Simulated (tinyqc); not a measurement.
Comparisons within one model: pair of shallow donors (hydrogen-like orbitals). A value that a table varies takes the place of the one given here.

Each donor has the orbital exp(-r/a); energy unit Ha* = q/(eps a), q = e^2/(4 pi eps0), so that a lone donor is bound by Ha*/2; x = R/a. One electron: S = (1 + x + x^2/3) exp(-x), j = 1/x - (1 + 1/x) exp(-2x), k = (1 + x) exp(-x); levels E(+/-) = -1/2 - (j +/- k)/(1 +/- S) in Ha*, without the repulsion of the ions, split by D = |E(-) - E(+)|. In six valleys the overlaps S and k are multiplied by v = [cos(K Rx) + cos(K Ry) + cos(K Rz)]/3, K = k0 (2 pi/a_lat), for isotropic envelopes and the symmetric valley state.

Two electrons, Heitler-London: with S' = (1 - x + x^2/3) exp(x), C = 1/x - exp(-2x)(1/x + 11/8 + 3x/4 + x^2/6), X = (1/5){exp(-2x)(25/8 - 23x/4 - 3x^2 - x^3/3) + (6/x)[S^2 (0.5772157 + ln x) + S'^2 Ei(-4x) - 2 S S' Ei(-2x)]}, Q = C - 2j + 1/x and A = X - 2 S k + S^2/x, the singlet and triplet lie at (Q +/- w A)/(1 +/- w S^2) from two lone donors, with the valley weight w = v^2; the exchange is J = triplet - singlet.

Constants: e^2/(4 pi eps0) = 14.39964547 eV angstrom.

Parameters, chosen for this exercise (near those of two donors in Si; the results hold for these values, not for the real material):

| symbol | value | unit | meaning |
|---|---|---|---|
| a | 18 | angstrom | orbital radius |
| eps | 11.3 |  | dielectric constant |
| a_lat | 5.431 | angstrom | lattice constant |
| k0 | 0.844 | 2 pi/a_lat | valley position |
| sites | ((7.5, 7.5, 0), (8, 8, 0), (8.5, 8.5, 0), (9, 9, 0), (9.5, 9.5, 0), (10, 10, 0), (10.5, 10.5, 0), (11, 11, 0), (11.5, 11.5, 0), (12, 12, 0)) | a_lat | positions of the second donor |
| Ns | (0.037, 0.091, 0.22, 0.55, 1.3, 2.7, 5.5) | x 1e18/cm^3 | donor densities |
| n | (11.5, 0.5, 0) | a_lat | separation vector |

## Lattice sites along [110]

D and J for each site, and for v = 1.

Results:

| site | R (angstrom) | v | D (meV) | J (micro-eV) | J for v = 1 |
|---|---|---|---|---|---|
| (7.5, 7.5, 0) | 57.6 | 0.012 | 0.129 | 0.633 | 4.32e+03 |
| (8, 8, 0) | 61.4 | 0.342 | 3.20 | 376 | 3.24e+03 |
| (8.5, 8.5, 0) | 65.3 | 0.640 | 5.31 | 986 | 2.42e+03 |
| (9, 9, 0) | 69.1 | -0.216 | 1.52 | 83.0 | 1.79e+03 |
| (9.5, 9.5, 0) | 73.0 | 0.996 | 6.23 | 1.30e+03 | 1.31e+03 |
| (10, 10, 0) | 76.8 | -0.287 | 1.49 | 78.8 | 961 |
| (10.5, 10.5, 0) | 80.6 | 0.765 | 3.43 | 408 | 698 |
| (11, 11, 0) | 84.5 | 0.192 | 0.726 | 18.6 | 505 |
| (11.5, 11.5, 0) | 88.3 | 0.151 | 0.486 | 8.33 | 364 |
| (12, 12, 0) | 92.2 | 0.796 | 2.18 | 165 | 261 |

What can be read from the table?

Over these sites the envelope alone changes J by a factor 16.5, and the valley factor v^2 by 6.7e+03; J runs from 0.633 at (7.5, 7.5, 0) to 1.3e+03 micro-eV at (9.5, 9.5, 0). Along [110] only two valleys keep their phase, so v = (1 + 2 cos)/3 can pass through zero. J does not fall steadily with distance.

## From lone donors to an impurity band (impurity band of shallow donors (Hubbard estimate))

Donors on a simple cubic lattice of spacing R = N^(-1/3) (1/angstrom^3 = 1e24/cm^3), Ha* = q/(eps a), q = e^2/(4 pi eps0), x = R/a. Hopping t = Ha* (1 + x) exp(-x), band width B = 12 t, on-site repulsion U = (5/8) Ha*; the gap closes near B/U = 1.15. Valley factors and disorder are left out.

Results:

| N (1e18/cm^3) | R (angstrom) | N^(1/3) a | t (meV) | B (meV) | B/U |
|---|---|---|---|---|---|
| 0.037 | 300.1 | 0.060 | 7.19e-05 | 0.000863 | 1.95e-05 |
| 0.091 | 222.3 | 0.081 | 0.00409 | 0.0490 | 0.00111 |
| 0.22 | 165.7 | 0.109 | 0.0728 | 0.873 | 0.0197 |
| 0.55 | 122.1 | 0.147 | 0.625 | 7.51 | 0.170 |
| 1.3 | 91.6 | 0.196 | 2.65 | 31.9 | 0.720 |
| 2.7 | 71.8 | 0.251 | 6.54 | 78.4 | 1.77 |
| 5.5 | 56.7 | 0.318 | 12.6 | 151 | 3.42 |

What does this show, and why?

B/U passes 1.15 between 1.3 and 2.7 x 1e18/cm^3; the root is x = 4.52, N^(1/3) a = 0.221, N = 1.9 x 1e18/cm^3, below the 3 that the empirical rule N^(1/3) a = 0.26 gives; the estimate is rough, since random positions, the overlap of the orbitals and screening are left out. While N grows by 149 times, t grows by 1.75e+05 times.

## What each parameter does

x, D = |E(-) - E(+)| and J. Each row changes one parameter from the base and keeps the others.

Results:

| case | x | D (meV) | J (micro-eV) |
|---|---|---|---|
| base | 3.473 | 0.4633 | 7.97 |
| a = 19.8 angstrom | 3.157 | 0.5119 | 11.0 |
| eps = 12.4 | 3.473 | 0.4222 | 7.26 |
| k0 = 0.824 2 pi/a_lat | 3.473 | 2.519 | 233 |
| n = (12.5, 0.5, 0) a_lat | 3.775 | 2.045 | 151 |

How do the results move?

The largest shifts from the base row, up to three for each result and ties (the steps differ in size, so this ranks the rows, not the parameters). x: a -0.316, n +0.301; unchanged at the printed digits by eps and k0. D (meV): k0 +2.06, n +1.58, a +0.0486. J (micro-eV): k0 +225, n +143, a +3.04.

tinyqc: `OMP_NUM_THREADS=1 python tinyqc.py 1280458 1280459 out.jsonl`; about 0.01 s, one thread, shared Intel(R) Xeon(R) Processor @ 2.30GHz.
